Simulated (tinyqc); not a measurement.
# Electron-beam lithography: double-Gaussian proximity function, edge placement and dose correction for parallel lines, step by step

A worked calculation. Computed by tinyqc, a small Python program that keeps every step. Command: `OMP_NUM_THREADS=1 python tinyqc.py 3111195 3111196 out.jsonl proximity walk`. One thread of a shared host (Intel(R) Xeon(R) Processor @ 2.30GHz), about 0.01 s of CPU time with the checks. Intermediate numbers are printed to about 6 digits and carried at full precision; extremes and crossings named in words are read from the listed rows.

Lines are infinitely long. Absorbed energy is counted so that the middle of a very large area written at dose 1 receives 1; the resist develops where it exceeds 1/2.

Inputs (values chosen for the exercise, of the order of those for 20 keV electrons in resist on silicon):

| quantity | value | unit |
|---|---|---|
| forward range alpha | 0.0089 | micrometre |
| backscatter range beta | 2.3 | micrometre |
| backscatter ratio eta | 1.1 | - |
| base dose D0 | 49 | microcoulomb/cm^2 |
| beam current | 0.44 | nA |
| pixel size | 10 | nm |
| width of the test line | 0.085 | micrometre |
| pattern density around the test line | 0.41 | - |

line widths (micrometre): 0.042  0.074  0.058  2.5

gaps between the lines (micrometre): 0.21  0.12  0.57

Constants: e = 1.602176634e-19 C.

## Layout

The first line starts at x = 0; each next one starts after the width and the gap.

Lines (micrometre):

| line | left edge | right edge | centre |
|---|---|---|---|
| 1 | 0.000 | 0.042 | 0.021 |
| 2 | 0.252 | 0.326 | 0.289 |
| 3 | 0.446 | 0.504 | 0.475 |
| 4 | 1.074 | 3.574 | 2.324 |

## Interaction matrix

f(r) = [exp(-r^2/alpha^2)/alpha^2 + eta exp(-r^2/beta^2)/beta^2]/(pi (1 + eta)). A line from a to b at dose d gives E(x) = d [S(alpha) + eta S(beta)]/(1 + eta), S(s) = [erf((b - x)/s) - erf((a - x)/s)]/2. M_ij is the mean of E at the two edges of line i from line j at dose 1.

M:
```
          1         2         3         4
1  0.243491  0.009379  0.007167  0.127924
2  0.005322  0.247600  0.007402  0.153466
3  0.005189  0.009444  0.245546  0.171791
4  0.002436  0.004849  0.004088  0.467459
```

## Dose correction

Uncorrected edge energies are M 1. Solve M d = 1/2 for the doses d that put the mean edge energy of every line at the threshold.

edge energies at dose 1: 1 0.387961, 2 0.413790, 3 0.431971, 4 0.478833

corrected doses: 1 1.42158, 2 1.30878, 3 1.22977, 4 1.03787

largest over smallest dose = 1.36971

Line 1 needs the most and line 4 the least; a narrow isolated line much wider than alpha would need 1 + eta = 2.10.

## Printed widths

Edges are the roots of E(x) = 1/2 between a line centre and the middle of the next gap. Three cases: dose 1 everywhere; one common dose equal to the mean of d; the corrected doses.

Width error, printed less drawn (nm):

| line | drawn width (nm) | dose 1 | mean dose | corrected |
|---|---|---|---|---|
| 1 | 42 | -7.91527 | -0.80844 | 2.22e-04 |
| 2 | 74 | -5.92360 | 0.90481 | 4.86e-04 |
| 3 | 58 | -4.60796 | 2.11846 | 4.27e-04 |
| 4 | 2500 | -1.40250 | 5.36038 | 1.39e-04 |

With the common mean dose the errors span 6.2 nm. With corrected doses the largest error is below 0.01 nm.

## Dose to size and latitude

A test line of width w << beta in surroundings of density rho, all at dose d: near its edge E(x) = d [S + eta rho]/(1 + eta), S = [erf((b - x)/alpha) - erf((a - x)/alpha)]/2 for edges a and b, the second term being the background energy. Dose to size d_s = (1 + eta)/(erf(w/alpha) + 2 eta rho), dose = d_s D0; edge slope d [1 - exp(-w^2/alpha^2)]/(sqrt(pi) alpha (1 + eta)); width change per 1 % of dose = 2 x 0.01 x (1/2)/slope.

dose to size d_s = 1.10410

dose = 54.1009 microcoulomb/cm^2

edge slope = 0.0333292 1/nm

width change per 1 % of dose = 0.300037 nm

background energy = 0.237119

The background supplies 47 % of the threshold.

## Shot noise and writing time

With dose = d_s D0: electrons per pixel N = dose x pixel area/e; relative noise 1/sqrt(N); time per cm^2 of pattern area = dose x density/current; pixel rate = current/(dose x pixel area).

electrons per pixel = 337.672

shot noise = 5.44193 %

writing time per cm^2 = 14.0034 h

pixel rate = 8.13294 MHz

Checks made by the program: corrected edge energies (relative difference below 1e-10).
